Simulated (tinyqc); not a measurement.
Elastic trap-assisted tunnelling through a dielectric: two steps of the calculation.

Emitter at x = 0 (Fermi level 0), collector at x = t (Fermi level -V), band edge U(x) = phi - F x, F = V/t. A trap at x has the energy E = U(x) - Et. With G(u) = (4/(3 F)) sqrt(mo/C) max(u, 0)^1.5, C = hbar^2/(2 m0): S1 = G(phi - E) - G(Et), S2 = G(Et) - G(phi - V - E), T1,2 = exp(-S1,2). The steady rate through one trap is nu T1 T2 (f1 - f2)/(T1 + T2), f1 = f(E), f2 = f(E + V), f(y) = 1/(1 + exp(y/Vt)); both contacts offer states at E.

Inputs (values chosen for the exercise); dielectric values close to those of silicon dioxide: temperature T = 300 K; barrier above the emitter Fermi level phi = 3.1 eV; tunnelling mass mo = 0.51 m0; thickness t = 5.2 nm; trap depth below the band edge of the dielectric Et = 2.3 eV; trap density Nt = 3.8e18 cm^-3; attempt frequency nu = 1e13 1/s; points of the grid n = 9; voltage V = 3.08 V; left end of the grid xa = 1.5 nm; right end of the grid xb = 2.58 nm.

Constants: q = 1.602176634e-19 C, kB = 1.380649e-23 J/K, hbar = 1.054571817e-34 J s, m0 = 9.1093837015e-31 kg, Vt = kB T/q, hbar^2/(2 m0) = 0.0380998212 eV nm^2. Results are converted to the units shown.

Problem 1. Rate through a trap near the best position. n equally spaced x from xa to xb, where nearly all of the current flows; J = q Nt times the integral of the rate, by Simpson's rule.

Give: x; E; S1; S2; f1 - f2; rate; J.

Solution 1.

```
point,x (nm),E (eV),S1,S2,f1 - f2,rate (1/s)
0,1.5000,-0.08846,18.163,28.434,0.96838,4.3386
1,1.6350,-0.16842,19.938,28.054,0.99852,6.5362
2,1.7700,-0.24838,21.734,27.583,0.99993,10.461
3,1.9050,-0.32835,23.553,27.035,1.0000,17.611
4,2.0400,-0.40831,25.392,26.419,1.0000,24.731
5,2.1750,-0.48827,27.253,25.744,1.0000,11.950
6,2.3100,-0.56823,29.135,25.012,1.0000,2.1875
7,2.4450,-0.64819,31.037,24.230,1.0000,0.33137
8,2.5800,-0.72815,32.960,23.398,1.0000,0.048502
```

J = 6.1606e-7 A/cm^2

Problem 2. The best-placed trap against direct tunnelling. At x = xs: E, S1, S2 and the occupation (T1 f1 + T2 f2)/(T1 + T2). Direct tunnelling at E = 0 has S = (4/(3 F)) sqrt(mo/C) [phi^1.5 - max(phi - V, 0)^1.5].

xs = 2.04 nm

Give: E; S1; S2; occupation; S of direct tunnelling.

Solution 2.

E = -0.40831 eV
S1 = 25.392
S2 = 26.419
occupation = 0.73636
S of direct tunnelling = 44.930

Range of the model: Phonon-assisted (inelastic) capture, chains of traps and a spread of trap depths are left out.

Program tinyqc, `OMP_NUM_THREADS=1 python tinyqc.py 2370133 2370134 out.jsonl`; Intel Xeon 2.30GHz, shared host, one thread, about 0.04 s.
